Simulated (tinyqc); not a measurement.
Worked calculation: Hueckel theory of the pi electrons, for the molecule Clc1cccc(-c2ccccc2)c1 (SMILES; centres numbered as the heavy atoms are written). One step of it, computed by the program tinyqc.

Problem. Orbitals. Diagonalise; E = alpha + x beta with beta < 0, so the largest x are filled first; degenerate levels share their electrons. P = sum n_i c_ri c_si; each orbital has its largest coefficient positive (the first on a tie).

Hueckel matrix in units of beta (H = alpha + beta A):
```
          1Cl        2C        3C        4C        5C        6C        7C        8C
1Cl  2.000000  0.400000  0.000000  0.000000  0.000000  0.000000  0.000000  0.000000
2C   0.400000  0.000000  1.000000  0.000000  0.000000  0.000000  0.000000  0.000000
3C   0.000000  1.000000  0.000000  1.000000  0.000000  0.000000  0.000000  0.000000
4C   0.000000  0.000000  1.000000  0.000000  1.000000  0.000000  0.000000  0.000000
5C   0.000000  0.000000  0.000000  1.000000  0.000000  1.000000  0.000000  0.000000
6C   0.000000  0.000000  0.000000  0.000000  1.000000  0.000000  1.000000  0.000000
7C   0.000000  0.000000  0.000000  0.000000  0.000000  1.000000  0.000000  1.000000
8C   0.000000  0.000000  0.000000  0.000000  0.000000  0.000000  1.000000  0.000000
9C   0.000000  0.000000  0.000000  0.000000  0.000000  0.000000  0.000000  1.000000
10C  0.000000  0.000000  0.000000  0.000000  0.000000  0.000000  0.000000  0.000000
11C  0.000000  0.000000  0.000000  0.000000  0.000000  0.000000  0.000000  0.000000
12C  0.000000  0.000000  0.000000  0.000000  0.000000  0.000000  1.000000  0.000000
13C  0.000000  1.000000  0.000000  0.000000  0.000000  1.000000  0.000000  0.000000

           9C       10C       11C       12C       13C
1Cl  0.000000  0.000000  0.000000  0.000000  0.000000
2C   0.000000  0.000000  0.000000  0.000000  1.000000
3C   0.000000  0.000000  0.000000  0.000000  0.000000
4C   0.000000  0.000000  0.000000  0.000000  0.000000
5C   0.000000  0.000000  0.000000  0.000000  0.000000
6C   0.000000  0.000000  0.000000  0.000000  1.000000
7C   0.000000  0.000000  0.000000  1.000000  0.000000
8C   1.000000  0.000000  0.000000  0.000000  0.000000
9C   0.000000  1.000000  0.000000  0.000000  0.000000
10C  1.000000  0.000000  1.000000  0.000000  0.000000
11C  0.000000  1.000000  0.000000  1.000000  0.000000
12C  0.000000  0.000000  1.000000  0.000000  0.000000
13C  0.000000  0.000000  0.000000  0.000000  0.000000
```

pi electrons, sum of z_r less the charge = 14

Give: x values; occupations; coefficients; charge and bond-order matrix P.

Solution.

x values: 2.3124  2.1118  1.8277  1.3014  1.0000  0.9610  0.7019  -0.7057  -1.0000  -1.0132  -1.3216  -1.8955  -2.2801

occupations: 2.0000  2.0000  2.0000  2.0000  2.0000  2.0000  2.0000  0.0000  0.0000  0.0000  0.0000  0.0000  0.0000

coefficients:
```
        MO1      MO2      MO3      MO4      MO5      MO6      MO7      MO8
1Cl  0.3733   0.7779   0.4366  -0.1369   0.0000  -0.1905  -0.0481   0.0197
2C   0.2915   0.2174  -0.1881   0.2391   0.0000   0.4949   0.1560  -0.1335
3C   0.2178   0.1159  -0.2805   0.4463   0.0000   0.0323   0.4065   0.3941
4C   0.2121   0.0275  -0.3245   0.3418   0.0000  -0.4638   0.1294  -0.1446
5C   0.2726  -0.0580  -0.3126  -0.0015   0.0000  -0.4781  -0.3157  -0.2920
6C   0.4183  -0.1499  -0.2468  -0.3438   0.0000   0.0044  -0.3510   0.3507
7C   0.3877  -0.2905   0.0995  -0.3654   0.0000  -0.0372   0.3472   0.3523
8C   0.2391  -0.2318   0.2143  -0.0659   0.5000  -0.0201   0.2973  -0.2997
9C   0.1652  -0.1990   0.2922   0.2797   0.5000   0.0179  -0.1385  -0.1408
10C  0.1429  -0.1885   0.3198   0.4298   0.0000   0.0373  -0.3945   0.3990
11C  0.1652  -0.1990   0.2922   0.2797  -0.5000   0.0179  -0.1385  -0.1408
12C  0.2391  -0.2318   0.2143  -0.0659  -0.5000  -0.0201   0.2973  -0.2997
13C  0.3070   0.0320  -0.2380  -0.0805   0.0000   0.5195  -0.2778  -0.3078

         MO9     MO10     MO11     MO12     MO13
1Cl   0.0000   0.0657  -0.0361   0.0336  -0.0200
2C    0.0000  -0.4949   0.3000  -0.3277   0.2141
3C    0.0000  -0.0138  -0.4346   0.3406  -0.1859
4C    0.0000   0.5090   0.2744  -0.3178   0.2098
5C    0.0000  -0.5018   0.0720   0.2619  -0.2924
6C    0.0000  -0.0005  -0.3695  -0.1787   0.4569
7C    0.0000   0.0133   0.3638  -0.1904  -0.4551
8C    0.5000  -0.0065  -0.0556   0.2698   0.2904
9C   -0.5000  -0.0068  -0.2903  -0.3210  -0.2070
10C   0.0000   0.0133   0.4393   0.3387   0.1815
11C   0.5000  -0.0068  -0.2903  -0.3210  -0.2070
12C  -0.5000  -0.0065  -0.0556   0.2698   0.2904
13C   0.0000   0.4890   0.0526   0.2671  -0.2943
```

charge and bond-order matrix P:
```
         1Cl       2C       3C       4C       5C       6C       7C       8C
1Cl   1.9849   0.1226  -0.0755  -0.0116   0.0533  -0.0102   0.0052   0.0021
2C    0.1226   0.9880   0.6551   0.0024  -0.3210   0.0021  -0.0409  -0.0006
3C   -0.0755   0.6551   1.0101   0.6611  -0.0083  -0.3061  -0.0006   0.1119
4C   -0.0116   0.0024   0.6611   0.9994   0.6760  -0.0005  -0.0415   0.0002
5C    0.0533  -0.3210  -0.0083   0.6760   1.0072   0.6183   0.0004  -0.1451
6C   -0.0102   0.0021  -0.3061  -0.0005   0.6183   0.9996   0.3696   0.0001
7C    0.0052  -0.0409  -0.0006  -0.0415   0.0004   0.3696   1.0001   0.6188
8C    0.0021  -0.0006   0.1119   0.0002  -0.1451   0.0001   0.6188   1.0000
9C   -0.0012   0.0081   0.0002   0.0082  -0.0001  -0.0413   0.0000   0.6766
10C  -0.0013   0.0004  -0.0955  -0.0001   0.1120  -0.0001  -0.3069   0.0000
11C  -0.0012   0.0081   0.0002   0.0082  -0.0001  -0.0413   0.0000  -0.3234
12C   0.0021  -0.0006   0.1119   0.0002  -0.1451   0.0001   0.6188   0.0000
13C  -0.0781   0.6714   0.0105  -0.3224  -0.0086   0.6196  -0.0006  -0.1455

          9C      10C      11C      12C      13C
1Cl  -0.0012  -0.0013  -0.0012   0.0021  -0.0781
2C    0.0081   0.0004   0.0081  -0.0006   0.6714
3C    0.0002  -0.0955   0.0002   0.1119   0.0105
4C    0.0082  -0.0001   0.0082   0.0002  -0.3224
5C   -0.0001   0.1120  -0.0001  -0.1451  -0.0086
6C   -0.0413  -0.0001  -0.0413   0.0001   0.6196
7C    0.0000  -0.3069   0.0000   0.6188  -0.0006
8C    0.6766   0.0000  -0.3234   0.0000  -0.1455
9C    1.0000   0.6601   0.0000  -0.3234   0.0002
10C   0.6601   1.0000   0.6601   0.0000   0.1123
11C   0.0000   0.6601   1.0000   0.6766   0.0002
12C  -0.3234   0.0000   0.6766   1.0000  -0.1455
13C   0.0002   0.1123   0.0002  -0.1455   1.0108
```
